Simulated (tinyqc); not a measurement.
Inside a calculation. Model: spin coating of a resist or spin-on film: centrifugal thinning, evaporation and the final thickness (Emslie and Meyerhofer models). Computed by tinyqc, a small Python program that keeps every step. Command: `OMP_NUM_THREADS=1 python tinyqc.py 3112317 3112318 out.jsonl spincoat walk`. One thread of a shared host (Intel(R) Xeon(R) Processor @ 2.30GHz), about 0.1 s of CPU time with the checks. Intermediate numbers are printed to about 7 digits and carried at full precision; extremes and crossings named in words are read from the listed rows.

A Newtonian film stays uniform over the wafer; solvent and solids have the same density and the concentration is uniform through the thickness.

Inputs (values chosen for the exercise, of the order of those of a polymer resist in an ester solvent):
```
quantity                                 value          unit
solids volume fraction c0                 0.12             -
kinematic viscosity of the solvent nu_s   0.92        mm^2/s
viscosity constant k                      5600        mm^2/s
viscosity exponent gamma                   2.1             -
spin speed f                              6000           rpm
evaporation rate at 1000 rpm e0            0.1  micrometre/s
starting thickness h0                      500    micrometre
time t                                    0.73             s
wafer radius R                              50            mm
shrinkage in the bake                       13             %
```

## Rates

omega = 2 pi f/60; nu(c) = nu_s + k c^gamma; evaporation rate e = e0 sqrt(f/1000 rpm). Flow constant K = 2 omega^2/(3 nu(c0)); Reynolds number of the air omega R^2/nu_air with nu_air = 15 mm^2/s.

omega = 628.3185 1/s

nu(c0) = 66.15319 mm^2/s

evaporation rate e = 0.2449490 micrometre/s

flow constant K = 0.003978484 1/(micrometre^2 s)

Reynolds number of the air = 104719.8

## Thinning without evaporation

dh/dt = -K h^3 gives h = h0/sqrt(1 + 2 K h0^2 t); for long times h = 1/sqrt(2 K t).

h(t) without evaporation = 13.11642 micrometre

long-time form = 13.12093 micrometre

time 1/(2 K h0^2) = 5.027040e-04 s

The long-time form is within 0.034 %: the starting thickness is forgotten.

## The two-stage estimate

Meyerhofer estimate: flow rules until (1 - c0) K h^3 = e, then evaporation alone: h_w = (e/((1 - c0) K))^(1/3), dry film c0 h_w.

wet thickness h_w = 4.120581 micrometre

dry film, estimate = 494.4697 nm

drying time (1 - c0) h_w/e = 14.80354 s

## First explicit step of the full model

Solids s and liquid l per area start at s = c0 h0, l = (1 - c0) h0. With h = h0 and c = c0: Q = K h^3, K = 2 omega^2/(3 nu); one Euler step of length dt = 0.01 h0/Q for s and l, ds/dt = -c Q, dl/dt = -(1 - c) Q - e.

Q = 497310.6 micrometre/s

dt = 1.005408e-05 s

s = 59.4 micrometre

l = 435.6000 micrometre

Q/e at the start = 2030262

## The full model

Full model for solids s and liquid l per area, h = s + l, c = s/h: ds/dt = -c Q, dl/dt = -(1 - c) Q - e, Q = 2 omega^2 h^3/(3 nu(c)); integrated adaptively (relative tolerance 1e-9) until l = 0. Dry film = s at l = 0, before the bake; film after the bake = s x (1 - shrinkage).

time to dry = 19.43114 s

dry film = 564.7592 nm

film after the bake = 491.3405 nm

## Course in time

Times are fractions of the time to dry.

History:
```
fraction         t (s)  h (micrometre)          c  nu (mm^2/s)           Q/e    s (nm)
0.003     5.829341e-02        46.23119  0.1200249       66.182  1.604207e+03  5548.894
0.010     1.943114e-01        25.39303  0.1201504       66.325  2.652524e+02  3050.983
0.030     5.829341e-01        14.65877  0.1207820       67.049  5.047693e+01  1770.516
0.100     1.943114e+00         7.97722  0.1248504       71.814  7.595244e+00   995.959
0.200     3.886227e+00         5.54007  0.1343536       83.621  2.184853e+00   744.328
0.350     6.800898e+00         3.97717  0.1567733      115.276  5.863769e-01   623.515
0.500     9.715568e+00         3.02295  0.1927686      177.428  1.672879e-01   582.730
0.700     1.360180e+01         1.99967  0.2836150      398.038  2.158468e-02   567.137
0.900     1.748802e+01         1.04085  0.5426721     1552.295  7.805246e-04   564.842
```

Q/e drops below 1 between t = 3.9 and 6.8 s, when c has risen from 0.12 to about 0.157; after that row the solids fall by a further 9 %. The full model gives 1.14 times the two-stage estimate.

## Spin curve

The formulas are those given above.

Dry film against speed:
```
f (rpm)  full model (nm)  estimate (nm)  time to dry (s)
500             1956.361       1712.893         233.1064
1000            1383.367       1211.198         116.5716
1500            1129.516        988.939          77.7185
2000             978.190        856.447          58.2904
3000             798.690        699.286          38.8613
4000             691.686        605.599          29.1463
6000             564.759        494.470          19.4311
```

The full thickness goes as f^-0.500; the estimate as (e/omega^2)^(1/3) = f^(-1/2). The time to dry goes as f^-1.00. A thickness window of 1 % allows a speed error of about 2 %.

Checks made by the program: constant-viscosity run against c0 h0 exp(-int K h^2 dt) (relative difference 2e-05).
